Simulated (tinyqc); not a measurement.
Resistance of a tapered via with liner, size effect and interface: two steps of the calculation.

A round via whose diameter grows from db at the bottom as D(z) = db + 2 z/tan(ang). The fill, of diameter D - 2 tl, starts above the bottom liner (thickness fb tl) and has rho = rho0 (1 + ks lam/(D - 2 tl)); the sidewall liner conducts in parallel with it. The bottom liner and the interface are crossed over the full area pi db^2/4. Spreading in the lines above and below is left out.

Inputs (values chosen for the exercise); fill metal close to ruthenium:
```
symbol    value      unit                                               meaning
db           17        nm                                diameter at the bottom
hv           56        nm                                                height
ang          86   degrees                                        sidewall angle
rho0       7.58   uohm cm                          bulk resistivity of the fill
lam        6.49        nm                            mean free path of the fill
ks          0.8                                              size-effect factor
tl          0.2        nm                                 liner on the sidewall
fb          0.5                   liner at the bottom over that on the sidewall
rl          200   uohm cm                              resistivity of the liner
ri      1.1e-12  ohm cm^2                   interface resistivity at the bottom
Sb       1.5e15     S/m^2  ballistic conductance per area, about 3/(4 rho0 lam)
```

Question 1. Slices of the via. Slices between z0 = fb tl and hv, evaluated at their midpoints: conductance per length pi/4 [(D - 2 tl)^2/rho + (D^2 - (D - 2 tl)^2)/rl], slice resistance = slice height over that. 9 slices.

Give: z; D; rho; slice resistance.

Answer 1.

```
slice  z (nm)  D (nm)  rho (uohm cm)  slice resistance (ohm)
0      3.2056  17.448         9.8885                  2.6843
1      9.4167  18.317         9.7765                  2.4031
2      15.628  19.186         9.6750                  2.1636
3      21.839  20.054         9.5824                  1.9579
4      28.050  20.923         9.4976                  1.7799
5      34.261  21.792         9.4198                  1.6250
6      40.472  22.660         9.3480                  1.4894
7      46.683  23.529         9.2816                  1.3699
8      52.894  24.397         9.2200                  1.2642
```

Question 2. Total resistance. R_fill = sum of the slices; R_bottom = rl fb tl/(pi db^2/4); R_interface = ri/(pi db^2/4); ballistic (Sharvin) limit 1/(Sb pi (db - 2 tl)^2/4); ideal cylinder rho0 hv/(pi db^2/4).

slice resistance, slice 0 to 8 (ohm): 2.6842768  2.4031390  2.1635941  1.9578771  1.7799448  1.6250391  1.4893738  1.3699064  1.2641703

Give: parts; R; shares; ballistic limit; ideal cylinder.

Answer 2.

parts (ohm): fill 16.737, bottom liner 0.88113, interface 0.48462
R = 18.103 ohm
shares (%): fill 92.456, bottom liner 4.867, interface 2.677
ballistic limit = 3.0804 ohm
ideal cylinder = 18.701 ohm

The fill is the largest part, and R is 0.968 times the ideal cylinder. With 2000 slices R = 18.113 ohm.

Computed by the program tinyqc: `OMP_NUM_THREADS=1 python tinyqc.py 2750028 2750029 out.jsonl`, one thread of a shared Intel Xeon 2.30GHz, about 0.01 s for the whole run.
